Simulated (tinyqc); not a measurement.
Inside a calculation. Method: Pariser-Parr-Pople SCF with singles CI, for the molecule C=CC=CC(=C)C(=O)F (SMILES; centres numbered as the heavy atoms are written). One step of it, computed by the program tinyqc.

Task: Iteration 1: orbitals and new P. Diagonalise F (the basis is taken as orthonormal) and form P = 2 sum c c over the lowest orbitals.

F (eV), lower triangle:
```
           1C         2C         3C         4C         5C         6C         7C         8O
1C  -6.656116
2C  -5.674733  -6.703140
3C   0.000000  -4.196411  -7.111121
4C   0.720261   0.000000  -5.382461  -6.677892
5C   0.000000   0.142791   0.000000  -4.076327  -6.288386
6C  -0.332136   0.000000   0.670682   0.000000  -5.453571  -5.811163
7C  -0.037392   0.000000   0.137507   0.000000  -3.748832   0.000000  -6.515310
8O   0.000000  -0.034560   0.000000   0.162119   0.000000   0.644683  -5.321568  -8.292366
9F   0.000000  -0.042092   0.000000   0.173882   0.000000   0.414777  -4.543052   1.385947

            9F
9F  -23.071807
```

pi electrons, sum of z_r less the charge = 10

Give: orbital energies; P after iteration 1.

Result:

orbital energies (eV): -24.288  -15.352  -13.898  -12.027  -10.252  -2.825  -1.543  0.683  2.373

P after iteration 1, lower triangle:
```
        1C      2C      3C      4C      5C      6C     7C      8O
1C   1.007
2C   0.904   0.999
3C  -0.018   0.422   1.052
4C  -0.364  -0.009   0.836   0.973
5C   0.021  -0.057  -0.031   0.400   1.031
6C   0.219   0.001  -0.337   0.027   0.845   0.895
7C   0.029  -0.003  -0.063   0.018   0.345   0.076  0.847
8O  -0.011   0.020   0.015  -0.077  -0.024  -0.319  0.874   1.270
9F  -0.008   0.005   0.013  -0.023  -0.035  -0.073  0.288  -0.233

       9F
9F  1.925
```
